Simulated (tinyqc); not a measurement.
Spectrum around the optical phonon: single-oscillator infrared dielectric function of a polar cubic crystal. Computed by tinyqc, a small Python program. Command: `OMP_NUM_THREADS=1 python tinyqc.py 3026173 3026174 out.jsonl infrared walk`. One thread of a shared host (Intel(R) Xeon(R) Processor @ 2.30GHz), about 0.01 s of CPU time with the checks.

One ion pair, charges +Z* and -Z*, in a cell of volume Omega = a^3/4. Frequencies omega are given as wavenumbers (1/cm); eps_s is the static dielectric constant.

Inputs (values chosen for the exercise, modelled on magnesium oxide): lattice constant a = 4.21 angstrom; mass M_A = 24.305 u; mass M_B = 15.999 u; omega_TO = 401 1/cm; Born charge Z* = 1.95 e; eps_inf = 2.87; phonon damping gamma = 8.6 1/cm.

Structure: rock salt. Free carriers: absent.

Constants: nu for 1 eV/(angstrom^2 u) = 15.6333042 THz; 1 THz = 33.35640952 1/cm; e^2/(4 pi eps_0) = 14.39964548 eV angstrom.

Method:
- mu = M_A M_B/(M_A + M_B); ionic plasma term W^2 = 4 pi Z*^2 (e^2/(4 pi eps_0))/(Omega mu) in eV/(angstrom^2 u), turned into 1/cm by W = 15.6333042 x 33.35640952 x sqrt(W^2); omega_LO^2 = omega_TO^2 + W^2/eps_inf; eps_s = eps_inf + W^2/omega_TO^2; Szigeti charge 3 Z*/(eps_inf + 2); longitudinal (Callen) charge Z*/eps_inf.
- eps(omega) = eps_inf + W^2/(omega_TO^2 - omega^2 - i gamma omega); n + i k = sqrt(eps) with k >= 0; R = |(n + i k - 1)/(n + i k + 1)|^2 at normal incidence from vacuum.
- The loss function is Im(-1/eps).

omega_LO = 723.208 1/cm

W = 1019.61 1/cm

Spectrum:
```
omega (1/cm)      Re eps     Im eps           R  Im(-1/eps)
200               11.474    0.12251     0.29611  9.3041e-04
341               26.120     1.5315     0.45303   0.0022371
389               100.39     34.413     0.68107   0.0030557
401                 2.87     301.45     0.84917   0.0033170
482              -11.616    0.83958     0.96181   0.0061894
562              -3.8287    0.20882     0.95682    0.014203
659             -0.92973   0.078743     0.91900    0.090447
723           -0.0015348   0.049332     0.54474      20.251
738              0.16235   0.044771     0.17917      1.5785
767              0.43871   0.037515    0.041356     0.19350
832              0.91411   0.026335  5.5114e-04    0.031490
1080              1.8363  0.0095477    0.022736   0.0028315
1810              2.5363  0.0016674    0.052243  2.5920e-04
```

What does the comparison show, and why?

R peaks among these rows at 482 per cm with 0.96 and is lowest, 0.001, at 832; far above omega_LO it tends to ((sqrt(eps_inf) - 1)/(sqrt(eps_inf) + 1))^2 = 0.066. Im eps is largest at 401 and the loss function at 723: absorption marks the TO mode and the loss function the LO mode. Re eps is negative in some rows, where R averages 0.85.

Extremes, crossings and ranges named in words are read from the listed rows.
